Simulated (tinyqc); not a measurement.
Worked calculation: tight binding, dimerised chain. Computed by tinyqc, a small Python program that keeps every step. Settings: t1 = 1.07, t2 = 2.38, delta = 0, points = 6, cells = 5. Command: `OMP_NUM_THREADS=1 python tinyqc.py 28188 28189 out.jsonl` (the two numbers bound the seeds that draw the settings). One thread of a shared host (Intel(R) Xeon(R) Processor @ 2.60GHz), about 0.01 s of CPU time with the checks.

## Bloch Hamiltonian at k

Parameters chosen for this model:

| parameter | value | unit |
|---|---|---|
| t1 | 1.070000 | eV, inside the cell |
| t2 | 2.380000 | eV, between cells |
| delta | 0 | eV, +/- on the two sites |

k point k (2 pi / a): 0.330000

H_AA = +delta, H_BB = -delta, H_AB = -t1 - t2 exp(-i k a).

H(k) at k (eV):
```
                    A                   B
A            0.000000  0.076574+2.085610i
B  0.076574-2.085610i            0.000000
```

## Levels at k

Diagonalise the Hermitian matrix.

eigenvalues (eV): -2.087015  2.087015

weights |c|^2 of the basis functions:
```
     band 1    band 2
A  0.500000  0.500000
B  0.500000  0.500000
```

## Bloch Hamiltonian at X

k point X (2 pi / a): 0.500000

As before.

H(k) at X (eV):
```
          A         B
A  0.000000  1.310000
B  1.310000  0.000000
```

## Levels at X

As before.

eigenvalues (eV): -1.310000  1.310000

weights |c|^2 of the basis functions:
```
     band 1    band 2
A  0.500000  0.500000
B  0.500000  0.500000
```

## Bands along a path

The same steps at evenly spaced points between the labelled ones.

Bands along the path (eV):

| k | band 1 | band 2 |
|---|---|---|
| G | -3.450000 | 3.450000 |
| G-X 0.33 | -3.058742 | 3.058742 |
| G-X 0.67 | -2.064631 | 2.064631 |
| X | -1.310000 | 1.310000 |

With 1 band(s) filled, the highest filled level on these points lies at X and the lowest empty one at X: a gap of 2.6200 eV, direct.

## Berry (Zak) phase of the lower band

On 6 points k_j = j/N: phase = -Im ln of the product of <u_j|u_(j+1)>, closed with u_N = u_0 (the cell-periodic part is taken without the site positions). Single arguments depend on the phases chosen for the u_j; only their sum modulo 2 pi does not.

Overlaps:

| j | \|<u_j\|u_j+1>\| | argument (rad) |
|---|---|---|
| 0 | 0.932434 | 0.369705 |
| 1 | 0.902710 | -1.184181 |
| 2 | 0.727366 | 2.385272 |
| 3 | 0.727366 | 2.385272 |
| 4 | 0.902710 | -1.184181 |
| 5 | 0.932434 | 0.369705 |

phase / pi, folded into (-1, 1] = 1.000000

## Open chain of 5 cells

H of the open chain (eV), lower triangle:
```
            1          2          3          4          5          6          7          8
1    0.000000
2   -1.070000   0.000000
3    0.000000  -2.380000   0.000000
4    0.000000   0.000000  -1.070000   0.000000
5    0.000000   0.000000   0.000000  -2.380000   0.000000
6    0.000000   0.000000   0.000000   0.000000  -1.070000   0.000000
7    0.000000   0.000000   0.000000   0.000000   0.000000  -2.380000   0.000000
8    0.000000   0.000000   0.000000   0.000000   0.000000   0.000000  -1.070000   0.000000
9    0.000000   0.000000   0.000000   0.000000   0.000000   0.000000   0.000000  -2.380000
10   0.000000   0.000000   0.000000   0.000000   0.000000   0.000000   0.000000   0.000000

            9        10
9    0.000000
10  -1.070000  0.000000
```

The same hoppings without the wrap-around bond.

levels (eV): -3.321942  -2.951524  -2.383329  -1.718670  -0.034922  0.034922  1.718670  2.383329  2.951524  3.321942

weights of the highest filled level on the sites: 0.399801  0.000426  0.080637  0.003044  0.016092  0.016092  0.003044  0.080637  0.000426  0.399801

The bulk gap runs from -1.3100 to 1.3100 eV; 2 level(s) of this chain lie inside it: end states, which need the weaker bond inside the cell and a chain longer than their decay length.
